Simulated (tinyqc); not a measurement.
The three schemes as the step is halved: finite-difference solution of the diffusion equation on a small grid. Computed by tinyqc, a small Python program. Command: `OMP_NUM_THREADS=1 python tinyqc.py 3011623 3011624 out.jsonl fdiff walk`. One thread of a shared host (Intel(R) Xeon(R) Processor @ 2.30GHz), about 0.01 s of CPU time with the checks.

dC/dt = D d2C/dx2 on nodes x_j = j dx, j = 0..11; the far end is sealed.

Inputs (values chosen for the exercise):
```
quantity,value,unit
diffusivity D,1.3,nm^2/s
grid spacing dx,5,nm
time step dt,3.2,s
final time t_f,25.6,s
surface value C_s,24,% of a reference
```

Boundary at x = 0: fixed surface value. Scheme: explicit.

start values C_j, j = 0, 1, ... (% of a reference): [0, 0, 0, 0, 0, 0, 0, 0, 0, 0, 0, 0]

Method:
- The operator M acts as (M C)_j = C_(j-1) - 2 C_j + C_(j+1); at the sealed far end a mirror node gives 2 C_(N-2) - 2 C_(N-1); at j = 0, C_0 is held at C_s from the start (row of zeros).
- r = D dt/dx^2.
- The mode of M with eigenvalue mu has its amplitude multiplied per step by g = (1 + (1 - theta) r mu)/(1 - theta r mu), with theta = 0 explicit, 1 implicit, 1/2 Crank-Nicolson; the explicit scheme is stable for r up to 2/|mu_min|.
- With r = D dt/dx^2: (1 - theta r M) C(new) = (1 + (1 - theta) r M) C(old); theta = 0 explicit, 1 implicit, 1/2 Crank-Nicolson.
- Each run reaches t_f in n equal steps; errors are the largest difference from exp(M D t_f/dx^2) C(0). A dash marks unstable explicit runs.

largest stable r of the explicit scheme = 0.502558

Largest error at t_f (%):
```
steps n,r,explicit,implicit,Crank-Nicolson
4,0.3328,0.75148,0.74211,6.2930e-02
8,0.1664,0.38312,0.37850,1.5705e-02
16,0.0832,0.19197,0.19066,3.9234e-03
32,0.0416,0.09594,0.09560,9.8066e-04
64,0.0208,0.04794,0.04786,2.4515e-04
128,0.0104,0.02396,0.02394,6.1287e-05
256,0.0052,0.01198,0.01197,1.5322e-05
```

What does the comparison show, and why?

From the last two rows, halving the step divides the error by 2.00 (explicit), 2.00 (implicit), 4.00 (Crank-Nicolson): a factor 2 marks first order in dt and 4 second order. Every row here lies within the explicit limit.

Extremes, crossings and ranges named in words are read from the listed rows.
